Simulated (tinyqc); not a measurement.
Tunnelling through a two-layer gate stack, WKB transmission and Tsu-Esaki current: two steps of the calculation.

Electrons leave the emitter at x = 0. Energies E (motion across the layers) are in eV from the emitter Fermi level; the collector Fermi level lies at -V and offers states at every E. No charge in the dielectric and no image force: F1 = V/(t1 + t2 eps1/eps2), F2 = F1 eps1/eps2; U = phi1 - F1 x in layer 1 and phi2 - F1 t1 - F2 (x - t1) in layer 2. With C = hbar^2/(2 m0), kappa = sqrt(m (U - E)/C) where U > E and 0 elsewhere; T(E) = exp(-S), S = 2 times the integral of kappa over x.

Values chosen for this exercise; layer 1 close to silicon dioxide, layer 2 close to zirconium oxide:
```
symbol  value  unit                                                        meaning
phi1     2.98    eV  barrier of layer 1 above the emitter Fermi level at zero bias
m1       0.49    m0                                     tunnelling mass of layer 1
t1        0.9    nm                                           thickness of layer 1
eps1     3.88                                     relative permittivity of layer 1
phi2     1.35    eV                                barrier of layer 2 at zero bias
m2       0.25    m0                                     tunnelling mass of layer 2
t2        2.6    nm                                           thickness of layer 2
eps2     25.8                                     relative permittivity of layer 2
V         0.7     V                                  voltage across the dielectric
E           0    eV                                energy of the electron followed
nc          6                                                  cells in each layer
```

Constants: q = 1.602176634e-19 C, hbar = 1.054571817e-34 J s, m0 = 9.1093837015e-31 kg, hbar^2/(2 m0) = 0.0380998212 eV nm^2. Results are converted to the units shown.

Question 1. WKB exponent by the midpoint rule. Cut each layer into nc equal cells, take U and kappa at the cell centres, and sum S = 2 sum kappa h.

Wanted: x; U; kappa; S; T(E).

Answer 1.

```
cell  x (nm)  U (eV)  kappa (1/nm)
0     0.0750  2.9393        6.1484
1     0.2250  2.8580        6.0627
2     0.3750  2.7767        5.9758
3     0.5250  2.6953        5.8877
4     0.6750  2.6140        5.7982
5     0.8250  2.5327        5.7072
6     1.1167  0.8443        2.3538
7     1.5500  0.8090        2.3040
8     1.9833  0.7737        2.2531
9     2.4167  0.7383        2.2011
10    2.8500  0.7030        2.1478
11    3.2833  0.6677        2.0931
```

S = 22.246
T(E) = 2.1801e-10

Question 2. WKB exponent in closed form. Each layer adds (2/F) sqrt(m/C) [G(u at its left edge) - G(u at its right edge)] to S, with u = U - E (0 where negative) and G(u) = (2/3) u^1.5. The slope follows from 1/d = -dS/dE.

Give: S; T(E); energy d over which T(E) grows by a factor e.

Answer 2.

S = 22.246
T(E) = 2.1809e-10
energy d over which T(E) grows by a factor e = 0.10382 eV

The midpoint rule gives S = 22.246, so its T(E) is 0.037 % below this value. The band edge stays above E through the whole stack: direct tunnelling through a trapezoid.

Computed by the program tinyqc: `OMP_NUM_THREADS=1 python tinyqc.py 2540063 2540064 out.jsonl`, one thread of a shared Intel Xeon 2.30GHz, about 0.04 s for the whole run.
